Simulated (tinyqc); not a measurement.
## Gate sheet resistance from two finger widths

Question. At low frequency R = Rsh Wf/(3 L) + B/Wf, where B collects the channel and vertical terms. Find Rsh, B and the width of lowest R.

Inputs (values chosen for the exercise): channel length L = 0.7 um.

input resistance of single fingers, contacted at one end, of width 0.74 and 11 um (ohm): [59.045560, 97.831169]

Solution. R Wf is a straight line in Wf^2; the minimum of R lies where both terms are equal.

Rsh = 18.0 ohm/square
B = 39.0 ohm um
width of lowest R = 2.13 um

Numbers from tinyqc (`OMP_NUM_THREADS=1 python tinyqc.py 2262211 2262212 out.jsonl`; about 0.01 s on one thread of a shared Intel Xeon 2.30GHz).
